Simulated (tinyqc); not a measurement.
FinFET, parasitic resistance, capacitance and delay: one step of the calculation.

Nf fins under one contact; each has gated perimeter p = 2 Hf + Wf and cross-section A = Hf Wf; contact width Wc = Nf pf, stack height Hs = Hf. Contact length Lc = CPP - Lg - 2 Lsp, shared by two neighbouring gates. Source and drain sides are equal. The formulas are first-order estimates, not field solutions.

Task. Capacitances. With N fins: gate Cg = Cinv p N Lg; per side, plate Cp = ks eps0 [Wc (Hs + Hc) - N A]/Lsp, top fringe Cf = (2/pi) ks eps0 Wc ln(1 + Lg/(2 Lsp)), overlap Co = Cinv p N Lov. Cs = Cp + Cf + Co. An inverter of two such devices driving an equal one has the load CL = 2 (Cg + 2 Cs) + 4 Cs + Cw (its own drains counted twice for the Miller effect).

Parameters, values chosen for the exercise; values close to those of silicon logic devices: number of fins Nf = 1; fin height Hf = 42 nm; fin width Wf = 7 nm; fin pitch pf = 42 nm; gate length Lg = 18 nm; spacer length Lsp = 6 nm; relative permittivity of the spacer ks = 7; gate height above the channel stack Hc = 30 nm; gate overlap Lov = 2 nm; inversion capacitance Cinv = 3.5 uF/cm^2; wire load Cw = 0.31 fF.

Constants: eps0 = 8.8541878128e-12 F/m. Results are converted to the units shown.

Wanted: Cg; Cp; Cf; Co; CL.

Result.

Cg = 57.330 aF
Cp = 28.201 aF
Cf = 1.5185 aF
Co = 6.3700 aF
CL = 713.37 aF

The channel capacitance gives 16.1 % of CL, the parasitic parts 40.5 % and the wire 43.5 %.

Program tinyqc, `OMP_NUM_THREADS=1 python tinyqc.py 2170084 2170085 out.jsonl`; Intel Xeon 2.30GHz, shared host, one thread, about 0.04 s.
